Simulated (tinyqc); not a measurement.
## Pull-up strength from the switching point

Inverse problem. Transistor (EKV form, voltages against the body): I = 2 n b Vt^2 [F(vp - Vs) - F(vp - Vd)] from drain to source, F(v) = ln^2(1 + exp(v/(2 Vt))), vp = (Vg - VT + sg |Vd - Vs|)/n. n-channel bodies are at 0; for the p-channel device all voltages are counted down from Vdd. b in uA/V^2 gives I in uA. In an inverter In(Vg = Vd = VM) equals Ip at the switching point VM. Find bp and the current there.

Parameters, values chosen for the exercise:
```
symbol  value    unit                                  meaning
T         350       K                              temperature
Vdd       0.9       V                           supply voltage
n        1.19                                     slope factor
sg      0.067                   drain-induced barrier lowering
VTn      0.26       V                      n-channel threshold
VTp      0.39       V          p-channel threshold (magnitude)
bn        570  uA/V^2  gain factor of the pull-down transistor
```

Constants: q = 1.602176634e-19 C, kB = 1.380649e-23 J/K, Vt = kB T/q. Results are converted to the units shown.

VM = 0.389083044 V

Answer. Ip is proportional to bp, so bp is In(VM) over the p-channel current for unit b.

bp = 570 uA/V^2
current at VM = 6.36 uA

Program tinyqc, `OMP_NUM_THREADS=1 python tinyqc.py 2340164 2340165 out.jsonl`; Intel Xeon 2.30GHz, shared host, one thread, about 0.04 s.
